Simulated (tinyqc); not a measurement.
A ladder of methods, and size consistency: correlation methods against full CI in the 3-21g basis, for H2, spin multiplicity 1. Computed by the program tinyqc with PySCF. All electrons correlated; +Q is the Davidson correction (1 - c0^2) E_corr. The last columns treat two copies 100 angstrom apart as one system. FCI is the lowest singlet.

Geometry (angstrom):

| atom | x | y | z |
|---|---|---|---|
| H | 0.0000 | 0.0000 | 0.0000 |
| H | 0.0000 | 0.0000 | 0.8020 |

RHF energy of one = -1.120053 hartree

Correlation energies (hartree):

| method | E_corr of one | share of FCI (%) | E_corr of two at 100 angstrom | two minus twice one (mhartree) |
|---|---|---|---|---|
| MP2 | -0.01791 | 68.273 | -0.03582 | 0.000 |
| CISD | -0.02623 | 100.000 | -0.05161 | 0.852 |
| CISD+Q | -0.02667 | 101.684 | -0.05326 | 0.090 |
| CCSD | -0.02623 | 100.000 | -0.05247 | 0.000 |
| CCSD(T) | -0.02623 | 100.000 | -0.05247 | 0.000 |
| FCI | -0.02623 | 100.000 | - | - |

What does the comparison show, and why?

MP2 recovers 68 %, CISD 100.0 % and CCSD 100.0 % of the FCI value (c0^2 = 0.983 in CISD). MP2 and coupled cluster are size consistent, so their last column vanishes; CISD loses 0.85 mhartree, since a double excitation on each copy is a quadruple of the pair, and the Davidson correction leaves +0.09. With two electrons, or one virtual orbital, CISD and CCSD are exact for one copy, so +Q overshoots there.
